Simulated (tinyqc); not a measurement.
Field emission through a triangular barrier, exact transmission by Airy functions: two steps of the calculation.

The left lead has its band edge at 0; for x > 0 the edge falls without end, U(x) = U0 - F x, with mass m1. No transverse momentum; C = hbar^2/(2 m0); psi and psi'/m are continuous at x = 0. The outgoing solution is Bi(z) + i Ai(z).

Parameters, values chosen for the exercise; masses and offsets close to those of GaAs wells and AlGaAs barriers:
```
symbol  value  unit                meaning
mL      0.068    m0  mass in the left lead
U0       0.24    eV  barrier edge at x = 0
m1      0.092    m0    mass in the barrier
E       0.077    eV        electron energy
F       0.013  V/nm   field in the barrier
```

Constants: q = 1.602176634e-19 C, hbar = 1.054571817e-34 J s, m0 = 9.1093837015e-31 kg, hbar^2/(2 m0) = 0.0380998212 eV nm^2. Results are converted to the units shown.

Problem 1. Scaled variables. Energy scale e = (C F^2/m1)^(1/3), z(x) = (U(x) - E)/e, s = (dz/dx)/m1 = -F/(e m1); v = k/m in a lead. vL = sqrt(mL E/C)/mL.

Wanted: e; z(0); s; vL; turning point (U0 - E)/F.

Solution 1.

e = 0.04121 eV
z(0) = 3.955
s = -3.429 1/nm
vL = 5.452 1/nm
turning point (U0 - E)/F = 12.54 nm

Problem 2. Transmission, exact and WKB. With the Airy functions at z = z(0): g = s (Bi' + i Ai')/(Bi + i Ai), r = (i vL - g)/(i vL + g), T(E) = 1 - |r|^2 = 4 vL Im(g)/|i vL + g|^2, vL = sqrt(mL E/C)/mL. Im(g) = -s/(pi (Ai^2 + Bi^2)) by the Wronskian. WKB: exp(-S), S = (4/(3 F)) sqrt(m1/C) [max(U0 - E, 0)^1.5].

Airy functions: Ai 0.0010430045, Ai' -0.0021357941, Bi 76.934614, Bi' 147.64404
s = -3.4288482 1/nm
vL = 5.4516685 1/nm

Give: Re g; Im g; T(E); exp(-S).

Solution 2.

Re g = -6.580 1/nm
Im g = 1.844e-4 1/nm
T(E) = 5.507e-5
exp(-S) = 2.786e-5

Program tinyqc, `OMP_NUM_THREADS=1 python tinyqc.py 2580131 2580132 out.jsonl`; Intel Xeon 2.30GHz, shared host, one thread, about 0.01 s.
